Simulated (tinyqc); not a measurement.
# From one set of inputs to another, one input at a time

Model: four-point probe, van der Pauw, Hall and spreading-resistance readings of a semiconductor layer. Computed by tinyqc, a small Python program. Command: `OMP_NUM_THREADS=1 python tinyqc.py 3110122 3110123 out.jsonl probe ladder`. One thread of a shared host (Intel(R) Xeon(R) Processor @ 2.30GHz), about 0.01 s of CPU time with the checks.

The layer is uniform and ohmic; contacts are points unless a radius is given.

The inputs printed are set A. Set A is modelled on p-type silicon; the values taken over come from a set modelled on n-type silicon. Inputs not listed in the table keep their values of set A, so the rows need not describe a real material.

Inputs (values chosen for the exercise, modelled on p-type silicon):

| quantity | value | unit |
|---|---|---|
| carrier density n | 5.5e+16 | 1/cm^3 |
| drift mobility mu | 259 | cm^2/(V s) |
| layer thickness t | 600 | micrometre |
| probe spacing s | 0.635 | mm |
| current I | 0.08 | mA |
| side ratio a/b of the van der Pauw rectangle | 2.4 | - |

Backing of the layer: insulating.

Constants: e = 1.602176634e-19 C.

Method:
- rho = 1/(e n mu); R_s = rho/t.
- Collinear probes with equal spacing on a layer with insulating backing: images at depth 2 m t give V = (rho I/(2 pi s)) G, G = 1 + 4 sum_(m>=1) [1/sqrt(1 + (2 m u)^2) - 1/sqrt(4 + (2 m u)^2)], u = t/s; the sum runs to m = 20000, with the tail 3/(32 u^3 M^2) added to the sum for M = 20000.
- Limits: thick, rho = 2 pi s V/I; thin on an insulator, rho = (pi/ln 2) t V/I.
- Thin rectangle with point contacts at the corners; for R_B current and voltage contacts lie along the two sides of length a, for R_A along those of length b: exp(-pi R_A/R_s) = (theta_4/theta_3)^4, exp(-pi R_B/R_s) = (theta_2/theta_3)^4 with q = exp(-pi a/b), theta_2 = 2 sum_(m>=0) q^((m + 1/2)^2), theta_3 = 1 + 2 sum_(m>=1) q^(m^2), theta_4 = 1 + 2 sum_(m>=1) (-1)^m q^(m^2).

Each row keeps all changes above it:

| input moved | from | to | sheet resistance R_s (ohm/square) | rho by the thin formula (ohm cm) | R_B (ohm) |
|---|---|---|---|---|---|
| set A | - | - | 7.30 | 0.468 | 11.09 |
| layer thickness t (micrometre) | 600 | 230 | 19.05 | 0.438 | 28.93 |
| current I (mA) | 0.08 | 0.02 | 19.05 | 0.438 | 28.93 |
| probe spacing s (mm) | 0.635 | 1.588 | 19.05 | 0.438 | 28.93 |
| drift mobility mu (cm^2/(V s)) | 259 | 1300 | 3.80 | 0.087 | 5.76 |
| carrier density n (1/cm^3) | 5.5e+16 | 3.6e+14 | 579.85 | 13.337 | 880.68 |

Sheet resistance R_s goes from 7.30 to 580, a factor 79.4 in all. The largest single move comes from carrier density n (a factor 153), and drift mobility mu works against it (a factor 0.199). rho by the thin formula goes from 0.468 to 13.3, a factor 28.5 in all. The largest single move comes from carrier density n (a factor 153), and drift mobility mu works against it (a factor 0.199). R_B goes from 11.1 to 881, a factor 79.4 in all. The largest single move comes from carrier density n (a factor 153), and drift mobility mu works against it (a factor 0.199). The single moves hold for this order of the switches; the total does not depend on the order.

Extremes, crossings and ranges named in words are read from the listed rows.
